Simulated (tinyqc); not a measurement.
Interface roughness in a thin film (subband fluctuation and scattering), step by step. Values are carried at full precision from step to step, so a last printed digit may differ when a step is redone from the rounded ones.

Square well of width t, barriers V0, c = hbar^2/2m0: E1 solves k t + 2 atan[(k/mz)/(kappa/mb)] = pi, k = sqrt(mz E/c), kappa = sqrt(mb (V0 - E)/c). One interface is rough, so the subband edge fluctuates by G dt with G = |dE1/dt| (central difference of 0.01 angstrom; 2 E1/t for hard walls).

Constants: hbar^2/2m0 = 3.80998211 eV angstrom^2; e^2/(4 pi eps0) = 14.39964547 eV angstrom; hbar = 6.58211957e-16 eV s.

Values chosen for the exercise (near those of a thin GaN channel; not measured data):
- t = 46 angstrom (film thickness)
- mz = 0.204 m0 (confinement mass)
- V0 = 1.85 eV (barrier)
- mb = 0.34 m0 (barrier mass)
- D = 1.5 angstrom (rms height of the roughness)
- md = 0.203 m0 (mass in the plane)
- gv = 1 (valleys)
- Lc = 28 angstrom (correlation length)
- Ns = 1.8 x 1e12/cm^2 (sheet density)
- eps = 9.6 (mean dielectric constant at the channel)
- Lg = 120 angstrom (gate length)
- Wg = 400 angstrom (gate width)

## Sensitivity of the level to thickness

Give E1, G, the hard-wall values and the rms fluctuation G D.

E1 = 62.77 meV
G = |dE1/dt| = 2.3179 meV/angstrom

hard walls: E1 (meV) and G (meV/angstrom): 87.112  3.787

G D = 3.48 meV

Hard walls overstate G by a factor 1.63, and the scattering rate, which goes as G^2, by 2.67.

## The angular integrand

Gaussian roughness spectrum S(q) = pi D^2 Lc^2 exp(-q^2 Lc^2/4). Degenerate gas, taken to fill one subband (the second starts to fill once c kF^2/md exceeds E2 - E1, which is not tested here): kF = sqrt(2 pi Ns/gv), q = 2 kF sin(theta/2), 1/tau = (md/(2 pi c hbar)) G^2 times the integral from 0 to pi of S(q)(1 - cos theta)/eps(q)^2 dtheta, eps(q) = 1 + qs/q with screening (qs = gv md q0/(c eps), q0 = e^2/(4 pi eps0), form factors left out, which overstates the screening; other scattering is left out too, so these values lie far above measured mobilities in all but the thinnest films) or 1 without; mobility = tau c2/md with c2 = e/m0 = 1.75882e15 cm^2/(V s^2); 1e12/cm^2 = 1e-4/angstrom^2.

kF, qs, and exp(-q^2 Lc^2/4)(1 - cos theta) without and with the factor 1/eps^2 at theta = 30, 60, ..., 180 degrees.

kF = 0.03363 1/angstrom
qs = 0.0799 1/angstrom

Integrand:

| theta | q (1/angstrom) | bare | eps(q) | screened |
|---|---|---|---|---|
| 30 | 0.0174 | 0.126 | 5.59 | 0.00404 |
| 60 | 0.0336 | 0.401 | 3.38 | 0.0351 |
| 90 | 0.0476 | 0.642 | 2.68 | 0.0893 |
| 120 | 0.0582 | 0.771 | 2.37 | 0.137 |
| 150 | 0.0650 | 0.816 | 2.23 | 0.164 |
| 180 | 0.0673 | 0.824 | 2.19 | 0.172 |

kF Lc = 0.94: the roughness is short-ranged for these electrons, and back-scattering dominates.

## Scattering time and mobility

Integrate over theta.

Results:

| case | integral | tau (fs) | mobility (cm^2/(V s)) |
|---|---|---|---|
| bare | 1.659 | 1572 | 1.362e+04 |
| screened | 0.2700 | 9654 | 8.365e+04 |

Screening raises the mobility by a factor 6.1. With it kF l = 623, so by this rate the carriers are far from localisation. Phonons, and the gate field that presses carriers to the wall, limit real channels far below this value.

## Threshold variation

Averaged over an area A = Lg Wg much larger than Lc^2, the thickness varies by D sqrt(pi Lc^2/A), so sigma(Vt) = G D Lc sqrt(pi/A)/e; the Pelgrom coefficient is sigma sqrt(A) (1 micrometre = 1e4 angstrom).

rms of the mean thickness = 0.340 angstrom
sigma(Vt) = 0.788 mV
coefficient = 0.0173 mV micrometre

The electrostatic effect of the thickness is left out. Lc is not small against the gate, so the averaging formula overstates the variation.

## Checks

- G from the envelope at the wall, psi(t/2)^2 (E1 + c mz (kappa/mb)^2), against the difference quotient, meV/angstrom: both 2.318.
- Bare integral for Lc -> 0 against pi: both 3.1416.

tinyqc: `OMP_NUM_THREADS=1 python tinyqc.py 1251896 1251897 out.jsonl`; about 0.01 s, one thread, shared Intel(R) Xeon(R) Processor @ 2.30GHz.
